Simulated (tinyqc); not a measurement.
Displacements against temperature: thermal displacements in the Debye model: Debye-Waller factors, bond-length spread and the Lindemann rule. Computed by tinyqc, a small Python program. Command: `OMP_NUM_THREADS=1 python tinyqc.py 3013374 3013375 out.jsonl debyewaller walk`. One thread of a shared host (Intel(R) Xeon(R) Processor @ 2.30GHz), about 0.01 s of CPU time with the checks.

A Debye spectrum with three branches of one velocity, cut at k_B Theta; 4 atoms per cube, nearest neighbours at d = 0.707107 a.

Inputs (values chosen for the exercise, modelled on copper):

| quantity | value | unit |
|---|---|---|
| atomic mass M | 63.55 | u |
| Debye temperature Theta | 330 | K |
| lattice constant a | 3.615 | angstrom |
| temperature T | 20 | K |

Structure: fcc.

reflection (h k l): 2  0  0

Constants: hbar^2/u = 4.18015928e-03 eV angstrom^2; k_B = 8.617333262e-05 eV/K.

Method:
- <u_x^2> = (3 hbar^2/(2 M k_B Theta)) int_0^1 s coth(s Theta/(2T)) ds (64 Gauss-Legendre points); it tends to 3 hbar^2/(4 M k_B Theta) at T = 0 and to 3 hbar^2 T/(M k_B Theta^2) at high T.
- B = 8 pi^2 <u_x^2>.
- G = 2 pi sqrt(h^2 + k^2 + l^2)/a; the intensity is multiplied by exp(-2W), 2W = G^2 <u_x^2>; the loss goes into thermal diffuse scattering.
- Correlated Debye model: sigma^2 = (3 hbar^2/(M k_B Theta)) int_0^1 s coth(s Theta/(2T)) [1 - sin(s q_D R)/(s q_D R)] ds for two atoms at distance R, q_D = (6 pi^2 n)^(1/3), n atoms per volume; uncorrelated motion would give 2 <u_x^2>.
- The correlation is 1 - sigma^2/(2 <u_x^2>); exp(-2W) uses 2W = G^2 <u_x^2>.

|G| = 3.47617 1/angstrom

Displacements (angstrom^2):

| T (K) | <u_x^2> | classical | sigma^2 at d | sigma^2 at 2d | exp(-2W) |
|---|---|---|---|---|---|
| 9.9 | 0.0017451 | 2.0818e-04 | 0.0029874 | 0.0033091 | 0.97913 |
| 33 | 0.0018489 | 6.9392e-04 | 0.0030114 | 0.0033759 | 0.97791 |
| 66 | 0.0021801 | 0.0013878 | 0.0032326 | 0.0037908 | 0.97400 |
| 120 | 0.0030179 | 0.0025234 | 0.0040711 | 0.0050526 | 0.96419 |
| 180 | 0.0041272 | 0.0037850 | 0.0053307 | 0.0068043 | 0.95135 |
| 260 | 0.0057081 | 0.0054673 | 0.0072049 | 0.0093380 | 0.93335 |
| 400 | 0.0085692 | 0.0084112 | 0.010668 | 0.013955 | 0.90163 |
| 590 | 0.012514 | 0.012407 | 0.015489 | 0.020341 | 0.85966 |
| 730 | 0.015437 | 0.015350 | 0.019074 | 0.025079 | 0.82982 |

What follows from these numbers?

The classical line is within 5 % from T = 260 K (T/Theta = 0.79) on. The correlation of nearest neighbours grows from 0.14 to 0.38, since thermal motion weights long waves, which move neighbours together, more than zero-point motion does; at 2d it ends at 0.19. The reflection keeps 98 % of its intensity at the lowest T and 83 % at the highest.

Extremes, crossings and ranges named in words are read from the listed rows.
